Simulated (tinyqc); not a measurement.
Thermal RC ladder, step response: one step of the calculation.

A ladder of 2 nodes: R_i joins node i to node i + 1, the last R to the ambient; C_i is the heat capacity of node i; theta is the rise above ambient, zero at t = 0. d theta/dt = -A theta + b with b = (Pw/C_1, 0, ...), times in ms.

Question. The rate matrix. A = C^(-1) K, K_ii = 1/R_(i-1) + 1/R_i (no first term for node 1), K_(i,i+1) = K_(i+1,i) = -1/R_i.

Inputs (values chosen for the exercise): resistances, junction to ambient R = [0.29, 0.18] K/W; heat capacities of the nodes C = [0.62, 1.7] mJ/K.

Find: A.

Answer.

A (1/ms):
```
         node 1   node 2
node 1   5.5617  -5.5617
node 2  -2.0284   5.2964
```

Numbers from tinyqc (`OMP_NUM_THREADS=1 python tinyqc.py 2520103 2520104 out.jsonl`; about 0.01 s on one thread of a shared Intel Xeon 2.30GHz).
